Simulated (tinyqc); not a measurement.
Changing the mean dose E: chemically amplified photoresist: aerial image, acid generation, bake, development and line width. Computed by tinyqc, a small Python program. Command: `OMP_NUM_THREADS=1 python tinyqc.py 3029571 3029572 out.jsonl resist sweep`. One thread of a shared host (Intel(R) Xeon(R) Processor @ 2.30GHz), about 0.04 s of CPU time with the checks.

Lines and spaces of pitch p with a two-beam-like image; x = 0 is the middle of the bright space. The resist is positive and treated as uniform in depth.

Inputs (values chosen for the exercise, for a model resist at 193 nm):
```
quantity                                         value     unit
pitch p                                            190       nm
image contrast c                                  0.68        -
Dill parameter C                                 0.049  cm^2/mJ
quencher load q, relative to the acid generator   0.07        -
acid diffusivity D                                 1.7   nm^2/s
bake time t                                         45        s
amplification rate k_amp                         0.086      1/s
threshold protection m_th                         0.51        -
development selectivity n                            8        -
largest rate r_max                                 150     nm/s
smallest rate r_min                              0.013     nm/s
resist thickness d                                 240       nm
development time t_d                                45        s
photon energy                                     6.42       eV
absorption coefficient alpha                      0.66     1/um
```

Method:
- Dose E(x) = E [1 + c cos(2 pi x/p)]; acid h = 1 - exp(-C E(x)).
- Bake: the acid image is blurred by a Gaussian of variance sigma^2 = 2 D t (each Fourier term k of h, taken on 64 points, is multiplied by exp(-4 pi^2 k^2 D t/p^2)).
- Cosine coefficients: h(x) = sum_k h_k cos(2 pi k x/p).
- The quencher then removes q, h_eff = max(h_blurred - q, 0); protection m = exp(-k_amp t h_eff).
- Mack rate r = r_max (a + 1)(1 - m)^n/(a + (1 - m)^n) + r_min, a = ((n + 1)/(n - 1))(1 - m_th)^n.
- Edge: vertical development clears the film where r t_d >= d; the space width is twice the x where r = d/t_d.
- Dose sensitivity = d ln(width)/d ln E from widths at 1.005 E and E/1.005; image log-slope at the edge = |d ln E/dx|, normalised by the width (NILS); latitude for 10 % of width = 10 %/sensitivity.
- The edge lies at x = width/2.
- Absorbed photons per volume N = E(edge) alpha/(photon energy), 1 mJ/cm^2 = 62.41509 eV/nm^2, alpha in 1/nm; a Gaussian blur averages over a volume V = (2 sqrt(pi) sigma)^3; relative noise 1/sqrt(N V); edge noise sigma_x = (dh/d ln E) noise/|dh/dx|, with both derivatives of the blurred acid at the edge.

One run for each value:
```
mean dose E (mJ/cm^2)  space width (nm)  dose sensitivity  edge noise from photons (nm)    NILS
2.57                              33.69            8.2300                        2.9538  0.2539
2.95                              60.70            2.4917                        1.6199  0.8433
3.32                              76.45            1.5573                        1.2793  1.3596
3.70                              88.39            1.1608                        1.1063  1.8392
4.07                              97.68            0.9516                        1.0057  2.2624
4.44                             105.47            0.8207                        0.9399  2.6464
4.82                             112.39            0.7302                        0.8944  3.0025
5.19                             118.34            0.6680                        0.8648  3.3136
5.57                             123.85            0.6216                        0.8456  3.5972
5.94                             128.76            0.5886                        0.8357  3.8383
```

What does the table show, and why?

Over the rows, space width (nm) rises from 33.7 to 129 (exponent d ln y / d ln x 4.3 between the first rows and 0.60 between the last); dose sensitivity falls from 8.23 to 0.589 (exponent d ln y / d ln x -8.7 between the first rows and -0.85 between the last); edge noise from photons (nm) falls from 2.95 to 0.836 (exponent d ln y / d ln x -4.4 between the first rows and -0.18 between the last). More dose moves the clearing threshold out along the image, so the space widens.

Caution (all rows): lateral development, standing waves and the joint diffusion of acid and quencher are left out, so widths are indicative. Caution (all rows): the noise counts photons alone (acid and quencher statistics add to it) and takes the film as thicker than the blur; a thinner film averages in two dimensions only.
